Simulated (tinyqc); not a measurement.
Scattering of inversion-layer electrons by surface optical phonons of the gate insulator (remote phonon scattering): one step, computed by the program tinyqc. Command: `OMP_NUM_THREADS=1 python tinyqc.py 3110235 3110236 out.jsonl sophonon walk`. One thread of a shared host (Intel(R) Xeon(R) Processor @ 2.30GHz), about 0.02 s of CPU time with the checks.

One subband with the Fang-Howard envelope; insulator and channel are half-spaces, the gate is far away, and an interlayer only moves the polar surface away by t (its own modes and its permittivity contrast are left out).

Problem. Surface modes and strengths. eps(w) = eps_inf + (eps_0s - eps_i) w1^2/(w1^2 - w^2) + (eps_i - eps_inf) w2^2/(w2^2 - w^2). Surface modes solve eps(w) + eps_s = 0, a quadratic in w^2; the strength of a mode is g = 2/(w d eps/dw). Occupation N = 1/(exp(hbar w/(k_B T)) - 1).

Inputs (values chosen for the exercise, modelled on HfO2 on silicon):
```
quantity                                 value  unit
static constant of the insulator eps_0s   21.5     -
intermediate constant eps_i               6.57     -
optical constant eps_inf                  5.09     -
hbar omega_TO1                            12.5   meV
hbar omega_TO2                            47.6   meV
constant of the channel eps_s             11.7     -
temperature T                              350     K
```

Constants: k_B = 8.617333262e-05 eV/K.

Give: hbar omega_SO; strengths g; occupations N; hbar omega g (2 N + 1).

Solution.

hbar omega_SO (meV): 1 16.81, 2 49.78

strengths g: 1 0.02404, 2 0.00540

occupations N: 1 1.341, 2 0.238

hbar omega g (2 N + 1) (meV): 1 1.487, 2 0.396

The lower mode has the larger hbar omega g N, the prefactor of absorption before the dependence on q: 0.542 and 0.0638 meV.
